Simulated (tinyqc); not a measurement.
Sublattice potential against complex hopping: Haldane model. Computed by the program tinyqc. H_AA = delta - 2 t2 sum cos(k.b + phi), H_BB = -delta - 2 t2 sum cos(k.b - phi), H_AB = -t1 (1 + exp(-i k.a1) + exp(-i k.a2)), b = a1, a2 - a1, -a2, m = 3 sqrt3 t2 sin(phi); the sign of the Chern number follows the orientation k1 then k2.

Honeycomb lattice:

| parameter | value |
|---|---|
| t1 (eV) | 2.720000 |
| t2 (eV) | 0.230000 |
| phi (rad) | 0.810000 |

Gaps at the two valleys (eV) and Chern number of the lower band (12 x 12 mesh):

| delta | gap 2\|delta - m\| | gap 2\|delta + m\| | Chern number |
|---|---|---|---|
| -1.558 | 4.847 | 1.385 | 0 |
| -1.125 | 3.981 | 0.519 | 0 |
| -0.519 | 2.769 | 0.693 | -1 |
| 0.000 | 1.731 | 1.731 | -1 |
| 0.346 | 1.039 | 2.423 | -1 |
| 0.649 | 0.433 | 3.029 | -1 |
| 1.082 | 0.433 | 3.895 | 0 |
| 1.731 | 1.731 | 5.193 | 0 |

What does the comparison show, and why?

Here |m| = 0.8656 eV. For |delta| < |m| the two valleys have masses of opposite sign and the Chern number is +/-1; one gap closes at |delta| = |m|, and beyond it the band is trivial.
